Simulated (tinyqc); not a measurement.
# Undoped gate-all-around wire MOSFET, analytic charge model: effects of single changes

An undoped round wire of radius R under an insulator shell and a surrounding gate; long channel, electrons only, n = ni exp((psi - V)/Vt) with V the quasi-Fermi potential (0 at the source, Vd at the drain), constant mobility, no quantisation. The radial Poisson equation gives n(r) = n(0)/(1 - (1 - b) r^2/R^2)^2 with b = Q0/(Q + Q0). Q is the electron charge per area of the wire surface.

Values chosen for this exercise; material values close to those of silicon:
- T = 300 K (temperature)
- Eg = 1.12 eV (band gap)
- eps_r = 11.5 (relative permittivity of the semiconductor)
- Nc = 2.79e19 cm^-3 (conduction-band density of states at T)
- Nv = 2.62e19 cm^-3 (valence-band density of states at T)
- eox = 21.7 (relative permittivity of the gate insulator)
- tox = 9.4 nm (insulator thickness)
- R = 20 nm (wire radius)
- dphi = 0.2 V (gate work function less that of the intrinsic body)
- mu = 300 cm^2/(V s) (channel mobility)
- L = 1 um (gate length)
- Vd = 0.05 V (drain voltage)

Constants: q = 1.602176634e-19 C, kB = 1.380649e-23 J/K, Vt = kB T/q, eps0 = 8.8541878128e-14 F/cm where lengths are in cm. Results are converted to the units shown.

Each table varies one quantity; the others keep the values above.

## Effect of the insulator thickness

ni = sqrt(Nc Nv) exp(-Eg/(2 Vt)), Eg in volts; Cox = eps0 eox/(R ln(1 + tox/R)); Q0 = 4 eps0 eps_r Vt/R; V0 = dphi + Vt ln[8 eps0 eps_r Vt/(q ni R^2)]. Q solves Vg - V0 - V = Q/Cox + Vt ln(Q/Q0) + Vt ln(1 + Q/Q0). I = mu (2 pi R/L)[2 Vt (Qs - Qd) + (Qs^2 - Qd^2)/(2 Cox) + Vt Q0 ln((Qd + Q0)/(Qs + Q0))], with Qs at V = 0 and Qd at V = Vd.  I(low) is taken at Vg = 0.4 V, Qs and I(high) at Vg = 1.15 V.

The same in every row: V0 (V) = 0.64599.

Effect of the insulator thickness:
```
tox (nm)  I(low) (nA)  Qs(high) (nC/cm^2)  I(high) (uA)
3.1         0.0032354              2087.3        3.6662
4.5         0.0032353              1553.4        2.7361
6.5         0.0032353              1169.4        2.0649
9.4         0.0032353              888.71        1.5727
14          0.0032352              670.74        1.1895
20          0.0032352              529.70       0.94088
28          0.0032351              430.56       0.76580
```

As tox goes from 3.1 to 28 nm, I(low) stays near 0.00324 nA and I(high) falls from 3.67 to 0.766 uA. On average I(low) is independent of tox and I(high) goes as tox^(-0.71). Below threshold no voltage drops over the insulator in this long-channel model, so its thickness does not matter there. In every row the surface density at the source at the higher gate voltage passes 0.3 Nc, where Boltzmann statistics fail.

## Effect of the wire radius

Same model as above.

Results:
```
R (nm)  V0 (V)  I(low) (nA)  Qs(high) (nC/cm^2)  I(high) (uA)
6.7     0.7025     3.631e-4                1120        0.6625
13      0.6683     0.001367               956.1         1.099
18      0.6514     0.002621               903.0         1.438
26      0.6324     0.005467               858.4         1.976
36      0.6156      0.01048               829.5         2.644
50      0.5986      0.02021               807.8         3.578
```

Estimate the missing row, R = 9.3 nm.

Computed row:
```
R (nm)  V0 (V)  I(low) (nA)  Qs(high) (nC/cm^2)  I(high) (uA)
9.3     0.6856     6.996e-4                1028        0.8448
```

With this row back in the table: As R goes from 6.7 to 50 nm, I(low) rises from 3.63e-4 to 0.0202 nA and I(high) rises from 0.662 to 3.58 uA. On average I(low) goes as R^(2.00) and I(high) goes as R^(0.84). Below threshold the charge is proportional to the cross-section of the body; above it the insulator sets the charge. In every row the surface density at the source at the higher gate voltage passes 0.3 Nc, where Boltzmann statistics fail.

## Output curve

Same model as above.

I = mu (2 pi R/L)[2 Vt (Qs - Qd) + (Qs^2 - Qd^2)/(2 Cox) + Vt Q0 ln((Qd + Q0)/(Qs + Q0))], with Qs at V = 0 and Qd at V = Vd.

In this table Vg = 0.95 V.

Result of one run:
```
Vd (V)  Qd (nC/cm^2)      Qd/Qs  I (uA)
0.38          2.5529  0.0054411  2.4584
```

What becomes of these results when the drain voltage Vd is changed from 0.38 to 0.44 V, all else the same?

Result of the changed run:
```
Vd (V)  Qd (nC/cm^2)      Qd/Qs  I (uA)
0.44         0.27089  5.7735e-4  2.4607
```

The whole series:
```
Vd (V)  Qd (nC/cm^2)      Qd/Qs   I (uA)
0.06          353.87    0.75420  0.92954
0.11          264.13    0.56293   1.5109
0.17          167.40    0.35677   1.9963
0.22          99.761    0.21262   2.2459
0.28          40.348   0.085993   2.3992
0.33          12.733   0.027137   2.4461
0.38          2.5529  0.0054411   2.4584
0.44         0.27089  5.7735e-4   2.4607
0.49        0.039472  8.4127e-5   2.4610
```

The current rises from 0.930 to 2.46 uA, while the charge at the drain end falls from 0.75 to 8.4e-5 of that at the source. The current first comes within 1 % of its last value at Vd = 0.33 V among the rows. Over the last rows Qd falls by a factor of e for each Vt of drain voltage: the drain end is in weak inversion. In every row the surface density at the source passes 0.3 Nc, where Boltzmann statistics fail.

Program tinyqc, `OMP_NUM_THREADS=1 python tinyqc.py 2460094 2460095 out.jsonl`; Intel Xeon 2.30GHz, shared host, one thread, about 0.02 s.
